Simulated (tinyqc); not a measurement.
# Surface potential of a MOS transistor: implicit equation and explicit approximations: two studies

p-type body, charge-sheet picture, depletion and inversion only, full ionisation (an idealisation for deep acceptors), Boltzmann statistics (rough once Na exp(x - xn) passes about Nc/7). In units of Vt: xg = (Vg - Vfb)/Vt, x = psi/Vt, G = gamma/sqrt(Vt), xn = (2 phiF + Vc)/Vt. The implicit equation is (xg - x)^2 = G^2 [x - 1 + exp(x - xn)] for x above about 3. Cox = eps0 eox/tox.

Values chosen for this exercise; band and dielectric values close to those of silicon:
- T = 350 K (temperature)
- Eg = 1.1 eV (band gap)
- eps_r = 11.7 (relative permittivity)
- Nc = 3.54e19 cm^-3 (conduction-band density of states at T)
- Nv = 3.36e19 cm^-3 (valence-band density of states at T)
- eox = 24.8 (relative permittivity of the gate insulator (close to zirconium oxide))
- tox = 4.2 nm (insulator thickness)
- Na = 1.3e18 cm^-3 (acceptor density)
- Vfb = -0.7 V (flat-band voltage)
- Vc = 0 V (channel-body voltage)
- Vg = 0.02 V (gate-body voltage)

Constants: q = 1.602176634e-19 C, kB = 1.380649e-23 J/K, Vt = kB T/q, eps0 = 8.8541878128e-14 F/cm where lengths are in cm. Results are converted to the units shown.

Each table varies one quantity; the others keep the values above.

## Accuracy of the approximations against gate voltage

ni = sqrt(Nc Nv) exp(-Eg/(2 Vt)), Eg in volts; phiF = Vt ln(Na/ni); gamma = sqrt(2 q eps0 eps_r Na)/Cox; VT = Vfb + Vt (xn + G sqrt(xn - 1)). Depletion value a = 1 + [sqrt(G^2/4 + xg - 1) - G/2]^2; inversion value b = xn + ln[(xg - xn)^2/G^2 - xn + 1] and first guess y = min(a, b) - ln(1 + exp(-|a - b|)) if a > xn + 1, else b = y = a; one second-order correction with D = exp(y - xn), p = 2 (xg - y) + G^2 (1 + D), w = (xg - y)^2 - G^2 (y - 1 + D): z = y + 2 w/(p + sqrt(p^2 - 2 (2 - G^2 D) w)), or the Newton step z = y + w/p where the root is not real. N_inv = (Cox Vt G/q) [sqrt(x - 1 + exp(x - xn)) - sqrt(x - 1)] at the root. Lambert form (Cox m Vt/q) W0[(G/(2 m sqrt(xn - 1))) exp((Vg - VT)/(m Vt))], m = 1 + G/(2 sqrt(xn - 1)). Errors under 1e-4 mV, and the linear form below VT, are printed as 0.

Accuracy of the approximations against gate voltage:
```
Vg (V),psi (V),x - xn,error of y (mV),error of z (mV),N_inv (cm^-2),Cox (Vg - VT)/q (cm^-2),Lambert form (cm^-2)
-0.08,0.5311,-12.31,0,0,3.950e5,0,2.690e5
0.12,0.7159,-6.177,4.42e-3,0,1.550e8,0,1.343e8
0.32,0.9008,-0.04694,1.80,0,6.271e10,1.340e10,6.315e10
0.52,1.021,3.925,29.6,8.86,2.425e12,6.540e12,2.660e12
0.72,1.066,5.432,25.5,7.61,7.375e12,1.307e13,8.027e12
0.92,1.093,6.308,19.6,-3.31,1.299e13,1.959e13,1.397e13
1.12,1.111,6.927,16.1,-1.37,1.887e13,2.612e13,2.011e13
1.32,1.126,7.405,13.8,-0.745,2.490e13,3.265e13,2.636e13
1.52,1.137,7.794,12.1,-0.463,3.102e13,3.917e13,3.266e13
```

psi rises from 0.531 to 1.14 V and ends 7.8 Vt above 2 phiF + Vc. Among the rows the first guess is off by at most 30 mV (at Vg = 0.52 V) and the corrected value by at most 8.9 mV. In the last row the linear form is 26 % above N_inv and the Lambert form 5.3 % above it; in the first row the Lambert form is 32 % below it. For Vg = 0.52, 0.72, 0.92, 1.12, 1.32, 1.52 the electron quasi-Fermi level lies less than 2 Vt below the band edge at the surface, or above it, where degeneracy and confinement, left out, matter.

## Effect of the acceptor density at fixed gate voltage

Same model as above.

Vfb is held fixed.

Result of one run:
```
Na (cm^-3),psi (V),x - xn,error of y (mV),error of z (mV),N_inv (cm^-2),Cox (Vg - VT)/q (cm^-2),Lambert form (cm^-2)
6.5e17,0.65005,-6.9757,1.50e-3,0,5.1881e7,0,4.3781e7
```

What becomes of these results when the acceptor density Na is changed from 6.5e17 to 2.5e18 cm^-3, all else the same?

Result of the changed run:
```
Na (cm^-3),psi (V),x - xn,error of y (mV),error of z (mV),N_inv (cm^-2),Cox (Vg - VT)/q (cm^-2),Lambert form (cm^-2)
2.5e18,0.58967,-11.672,0,0,9.7787e5,0,6.8050e5
```

The whole series:
```
Na (cm^-3),psi (V),x - xn,error of y (mV),error of z (mV),N_inv (cm^-2),Cox (Vg - VT)/q (cm^-2),Lambert form (cm^-2)
4.3e16,0.70081,0.13885,0.471,0,1.5578e10,1.5414e11,1.5823e10
8.5e16,0.69369,-1.4600,0.135,0,4.4956e9,0,4.3636e9
1.7e17,0.68325,-3.1927,0.0338,0,1.1356e9,0,1.0577e9
3.3e17,0.66938,-4.9790,7.90e-3,0,2.6808e8,0,2.3910e8
6.5e17,0.65005,-6.9757,1.50e-3,0,5.1881e7,0,4.3781e7
1.3e18,0.62324,-9.2510,2.18e-4,0,7.7092e6,0,6.0110e6
2.5e18,0.58967,-11.672,0,0,9.7787e5,0,6.8050e5
5e18,0.54346,-14.590,0,0,77992,0,44523
```

As Na goes from 4.3e16 to 5e18, psi falls from 0.701 to 0.543 V, x - xn falls from 0.139 to -14.6 and N_inv falls from 1.56e10 to 78000 cm^-2. The Lambert form lies between 0.571 and 1.02 times N_inv.

Program tinyqc, `OMP_NUM_THREADS=1 python tinyqc.py 2122015 2122016 out.jsonl`; Intel Xeon 2.30GHz, shared host, one thread, about 0.01 s.
